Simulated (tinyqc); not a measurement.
Configuration-coordinate model of a defect: Huang-Rhys factor and luminescence line shape: one step, computed by the program tinyqc.

Ground state E_g(Q) = (1/2) omega_g^2 Q^2; excited state E_e(Q) = E_0 + (1/2) omega_e^2 (Q - dQ)^2 with omega_e = omega_g and E_0 = E_ZPL. Q is mass-weighted; the dipole does not depend on Q (Condon approximation).

Question. Emission lines at zero temperature. From the lowest excited level the line to ground level n lies at E_ZPL - n hbar omega_g with Franck-Condon weight exp(-S) S^n/n!; the emitted intensity carries a further factor E^3. S = S_g; up to eleven lines, of positive energy only, from n = max(0, integer part of S - 5).

Inputs (values chosen for the exercise, for a model defect in a wide-gap host): zero-phonon energy E_ZPL = 4.18 eV; ground-state phonon hbar omega_g = 37.6 meV.

Modes: equal frequencies in both states.

S_g = 4.587835

Give: Lines.

Answer.

Lines:

| n | energy (eV) | weight | intensity / largest |
|---|---|---|---|
| 0 | 4.1800 | 0.0102 | 0.060 |
| 1 | 4.1424 | 0.0467 | 0.270 |
| 2 | 4.1048 | 0.1071 | 0.603 |
| 3 | 4.0672 | 0.1638 | 0.897 |
| 4 | 4.0296 | 0.1878 | 1.000 |
| 5 | 3.9920 | 0.1723 | 0.892 |
| 6 | 3.9544 | 0.1318 | 0.663 |
| 7 | 3.9168 | 0.0864 | 0.422 |
| 8 | 3.8792 | 0.0495 | 0.235 |
| 9 | 3.8416 | 0.0252 | 0.116 |
| 10 | 3.8040 | 0.0116 | 0.052 |

The weight peaks at n = 4 and the intensity at n = 4.
